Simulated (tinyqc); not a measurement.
Hubbard chain of 2 sites, step by step. One step of it, computed by the program tinyqc.

Question. The many-body Hamiltonian. Basis: all placements (u, d, 2, 0 on each site), up operators ordered before down ones; hops carry the sign of the same-spin electrons passed.

one-body matrix (hopping and site energies) (eV), order 1, 2:
```
[[0.000000, -1.470000],
 [-1.470000, 0.000000]]
```

U = 11.600000 eV

electrons, up and down: [1, 1]

Give: H.

Answer.

H (eV), order 20, ud, du, 02:
```
[[11.600, -1.470, -1.470, 0.000],
 [-1.470, 0.000, 0.000, -1.470],
 [-1.470, 0.000, 0.000, -1.470],
 [0.000, -1.470, -1.470, 11.600]]
```
